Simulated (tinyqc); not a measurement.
Inside a calculation. Model: size effects in the resistivity of thin metal films and interconnect lines. Computed by tinyqc, a small Python program that keeps every step. Command: `OMP_NUM_THREADS=1 python tinyqc.py 3012229 3012230 out.jsonl size walk`. One thread of a shared host (Intel(R) Xeon(R) Processor @ 2.30GHz), about 0.01 s of CPU time with the checks. Intermediate numbers are printed to about 5 digits and carried at full precision; extremes and crossings named in words are read from the listed rows.

Electrons lose their drift at surfaces (a share 1 - p of the hits) and at grain boundaries (reflection R), besides bulk scattering. The line sits in a trench with a non-conducting liner on both walls and the bottom; the spacing equals the drawn width.

Inputs (values chosen for the exercise, modelled on silver):
```
quantity,value,unit
bulk resistivity rho_b,1.64,microohm cm
bulk mean free path lambda,56.3,nm
specularity p,0.48,-
grain-boundary reflection R,0.25,-
drawn line width w,23,nm
grain size over metal width,0.55,-
aspect ratio (height over width),2.8,-
liner thickness t,1.7,nm
line length,6,micrometre
permittivity of the dielectric k,3.3,-
competitor: rho_b relative to this metal,2.7,-
competitor: lambda relative to this metal,0.33,-
competitor: liner relative to t,0.16,-
```

Geometry: line.

Constants: eps_0 = 8.8541878128e-12 F/m.

## Metal cross-section

Metal width w_m = w - 2t, height h_m = (aspect ratio) w - t, grain size D = (ratio) w_m.

metal width w_m = 19.6 nm

metal height h_m = 62.7 nm

grain size D = 10.78 nm

share of the trench filled by metal = 82.968 %

## Grain boundaries

Mayadas-Shatzkes: alpha = (lambda/D) R/(1 - R); rho_b/rho = 1 - 3 alpha/2 + 3 alpha^2 - 3 alpha^3 ln(1 + 1/alpha).

alpha = 1.7409

rho/rho_b from grains = 3.3727

The linear estimate 1 + 3 alpha/2 gives 3.611, 7 % high; at large alpha the slope is 4/3.

## Surfaces

Fuchs-Sondheimer film: rho_b/rho = 1 - (3/(2 kappa))(1 - p) int_0^1 (s - s^3)(1 - exp(-kappa/s))/(1 - p exp(-kappa/s)) ds, f = rho/rho_b, kappa = thickness/lambda, 80 Gauss-Legendre points. Line: the excess of a film of thickness w_m and of a film of thickness h_m are added, rho/rho_b = 1 + (f(w_m) - 1) + (f(h_m) - 1), an estimate that holds best when both sides exceed lambda.

kappa = w_m/lambda = 0.34813

f(w_m) = 1.5898

f(h_m) = 1.1932

rho/rho_b from surfaces = 1.7829

## Resistance and delay

Total: rho = rho_b [1 + surface excess + grain excess]; resistance per length rho/(w_m h_m); capacitance per length C = 2 k eps_0 (aspect ratio + 1/2), a parallel-plate estimate for two neighbours plus a fixed term for the planes above and below; delay 0.38 R C L^2; effective resistivity per drawn area.

resistivity rho = 6.8153 microohm cm

resistance per length = 55.457 ohm/micrometre

capacitance per length = 0.19284 fF/micrometre

RC delay = 0.14630 ps

effective resistivity per drawn area = 8.2144 microohm cm

Of the factor 5.01 over bulk, scattering gives 4.16 and the liner 1.21; within scattering, grain boundaries outweigh surfaces (2.37 against 0.78, grains first).

## A short-path metal as competitor

w_m = w - 2t, h_m = (aspect ratio) w - t, D = (ratio) w_m; rho = rho_b [1 + surface excess + grain excess]. Effective resistivity rho (aspect ratio) w^2/(w_m h_m) for the metal with its liner, for the same metal without liner, and for a competitor with its own rho_b, lambda and liner, and for that competitor with the liner t; p, R, aspect and grain ratios are the same.

Effective resistivity (microohm cm):
```
w (nm),this metal,without liner,competitor,"competitor, liner t"
200,2.22,2.171,4.922,5.01
100,2.84,2.695,5.417,5.63
50,4.21,3.731,6.417,7.00
30,6.32,5.090,7.779,9.13
20,9.58,6.759,9.526,12.41
14,15.14,8.872,11.850,17.97
10,26.26,11.645,15.098,28.97
7,58.86,15.741,20.325,60.74
5,205.61,21.119,28.062,200.61
```

The competitor wins below a width between 30.0 and 20.0 nm. In narrow lines rho scales as rho_b lambda/w, and the product rho_b lambda of the competitor is 0.89 times this metal's. At the narrowest width the liner costs this metal a factor 9.74. With the same liner the competitor wins below a width between 7.00 and 5.00 nm; at the narrowest width the thinner liner lowers it from 201 to 28.1. Rows with w - 2t below lambda stretch the additive estimate. Metal widths below about 5 nm are outside this semiclassical model.

Checks made by the program: grain-boundary formula against its angular integral 3 int_0^1 c^3/(c + alpha) dc (relative difference below 1e-10).
